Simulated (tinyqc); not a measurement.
Keating valence-force model of a tetrahedral crystal: one step, computed by the program tinyqc.

Atom A sits at 0 and atom B at a/4 (1,1,1) of an fcc lattice; the four bonds from A are t = a/4 (1,1,1), a/4 (1,-1,-1), a/4 (-1,1,-1), a/4 (-1,-1,1), of length d = sqrt(3) a/4. Energy: E = (3 alpha/(8 d^2)) sum over bonds (r.r - d^2)^2 + (3 beta/(8 d^2)) sum over pairs of bonds at one atom (r_i.r_j + d^2/3)^2, with beta_A for the six pairs at A and beta_B for the six at B. The cell holds two atoms, Omega = a^3/4. 1 N/m = 1 J/m^2. With constants fitted to the elastic moduli this model puts optical and zone-boundary frequencies of real crystals too high, by up to about 20 % in elemental crystals and up to about 50 % in compounds, and mostly by more for TA modes; in compounds the lattice part of the static dielectric constant then comes out too low.

Question. LO-TO splitting. The long-range field adds 4 pi Z*^2 (e^2/(4 pi eps_0))/(eps_inf Omega mu) to lambda for the longitudinal mode at q -> 0; lambda = (nu/15.6333042 THz)^2; eps_0 = eps_inf (nu_LO/nu_TO)^2 (Lyddane-Sachs-Teller; here eps_0 is the static dielectric constant).

Inputs (values chosen for the exercise, modelled on zinc sulfide): lattice constant a = 5.41 angstrom; Born charge Z* = 2.13 e; eps_inf = 5.1.

Structure: zinc blende.

nu_TO at G = 11.81694 THz

reduced mass mu = 21.51152 u

Constants: nu for 1 eV/(angstrom^2 u) = 15.6333042 THz; e^2/(4 pi eps_0) = 14.39964548 eV angstrom.

Give: nu_LO at G; static dielectric constant.

Answer.

nu_LO at G = 13.63 THz

static dielectric constant = 6.787

The splitting is 15.4 % of nu_TO, and the lattice adds 1.69 to the dielectric constant.
